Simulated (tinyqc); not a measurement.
# Two-sublattice mean-field magnet: ferrimagnet, compensation points and susceptibility, step by step

A worked calculation. Computed by tinyqc, a small Python program that keeps every step. Command: `OMP_NUM_THREADS=1 python tinyqc.py 3027523 3027524 out.jsonl ferri walk`. One thread of a shared host (Intel(R) Xeon(R) Processor @ 2.30GHz), about 0.01 s of CPU time with the checks. Intermediate numbers are printed to about 5 digits and carried at full precision; extremes and crossings named in words are read from the listed rows.

A random alloy A(1-x)B(x) with H = -sum over pairs J S_i.S_j. a = <S_A> and b = <S_B> are taken along z, a > 0. Exchange fields: h_A = (1 - x) zJ_AA a + x zJ_AB b, h_B = (1 - x) zJ_AB a + x zJ_BB b; a = S_A B_(S_A)(S_A h_A/(k_B T)) and likewise for b, with the Brillouin function B_S(y) = [(2S + 1)/(2S)] coth[(2S + 1) y/(2S)] - [1/(2S)] coth[y/(2S)].

Inputs (values chosen for the exercise, for a model ferrimagnet):
```
quantity                 value  unit
spin S_A                   1.5     -
spin S_B                   3.5     -
g factor g_A               2.1     -
g factor g_B                 2     -
fraction x of B sites     0.16     -
z J_AA                    26.5   meV
z J_BB                     3.9   meV
z J_AB                    -5.1   meV
T over T_c                0.44     -
largest number of steps   3000     -
```

Constants: k_B = 8.617333262e-05 eV/K.

## Ordering temperature

Linearised, T (a, b) = M (a, b) with M_ij = S_i (S_i + 1) c_j zJ_ij/(3 k_B), c_A = 1 - x, c_B = x. T_c is the larger eigenvalue, and its eigenvector gives b/a at onset, (T_c - M_AA)/M_AB.

M (K):
```
         A       B
A   322.90  -11.84
B  -261.00   38.02
```

eigenvalues (K): 27.56  333.36

T_c = 333.36 K

b/a at onset = -0.88372

T = 146.68 K

The antiferromagnetic A-B coupling raises T_c by 10 K over that of A alone.

## First step

Start from a = S_A, b = -S_B and apply the equations once.

h_A = 36.246 meV

h_B = -8.61 meV

new a = 1.4398

new b = -2.5102

## Self-consistent moments

Repeat from a = S_A, b = -S_B until a and b change by less than 1e-10.

Iteration:
```
step       a        b  largest change
1     1.5000  -3.5000      9.8981e-01
2     1.4398  -2.5102      1.3477e-01
3     1.4279  -2.3754      2.2767e-02
4     1.4255  -2.3526      4.1318e-03
5     1.4251  -2.3485      7.6869e-04
6     1.4250  -2.3477      1.4420e-04
...      ...      ...             ...
10    1.4250  -2.3476      1.8114e-07
11    1.4250  -2.3476      3.4116e-08
12    1.4250  -2.3476      6.4257e-09
13    1.4250  -2.3476      1.2103e-09
14    1.4250  -2.3476      2.2795e-10
15    1.4250  -2.3476      4.2934e-11
```

a = 1.4250

b = -2.3476

last change = 4.2934e-11

a is at 95 % and b at 67 % of saturation: the B spins feel the weaker field per spin and lose their order faster.

## Net moment and spin

Net moment m = (1 - x) g_A a + x g_B b in mu_B per site; net spin s = (1 - x) a + x b. At T = 0, a = S_A and b = -S_B. Effective g = m/s.

net moment m = 1.7624 mu_B

net spin s = 0.82137

m at T = 0 = 1.526 mu_B

effective g = 2.1457

A dominates at T, as at T = 0.

## Compensation temperatures

Net moment m = (1 - x) g_A a + x g_B b in mu_B per site; net spin s = (1 - x) a + x b. T_M: m = 0; T_A: s = 0; searched between 0.02 and 0.97 T_c, and given as 0 if there is no change of sign.

magnetic compensation T_M = 0 K

angular-momentum compensation T_A = 0 K

No compensation in this range.

## Moments against temperature

The formulas are those given above.

Sublattices:
```
T/T_c   T (K)    a/S_A   -b/S_B  m (mu_B)
0.05    16.67  1.00000  0.99929    1.5268
0.15    50.00  0.99985  0.95394    1.5772
0.30   100.01  0.98880  0.81953    1.6985
0.45   150.01  0.94597  0.65993    1.7639
0.60   200.01  0.86303  0.50208    1.7212
0.72   240.02  0.75860  0.38360    1.5776
0.84   280.02  0.60040  0.26637    1.2903
0.92   306.69  0.43700  0.17872    0.9561
0.97   323.36  0.27230  0.10609    0.6017
```

At 0.45 T_c A keeps 0.95 and B 0.66 of saturation. |m| first rises, to 1.764 at 0.45 T_c, because the minority sublattice falls faster (type P).

## Susceptibility above T_c

With a field B, T (a, b) = M (a, b) + (mu_B B/(3 k_B)) (g_A S_A (S_A + 1), g_B S_B (S_B + 1)). chi = m/B per site; C = mu_B [(1 - x) g_A^2 S_A (S_A + 1) + x g_B^2 S_B (S_B + 1)]/(3 k_B); the table gives C/chi, which tends to T - theta.

Inverse susceptibility:
```
T (K)   C/chi (K)  T - C/chi (K)
340.0        16.4         323.66
366.7        73.4         293.28
416.7       159.0         257.73
500.0       274.1         225.97
666.7       469.3         197.43
1000.1      823.5         176.60
1666.8     1503.2         163.59
3333.6     3178.2         155.39
```

T - C/chi sinks from 324 K just above T_c to 155 K at 10 T_c, on its way to the asymptotic theta. The curve of 1/chi is a hyperbola that bends down to zero at T_c = 333 K, so a Curie-Weiss line fitted at high T misses T_c.

Checks made by the program: the fixed point (relative difference below 1e-10).
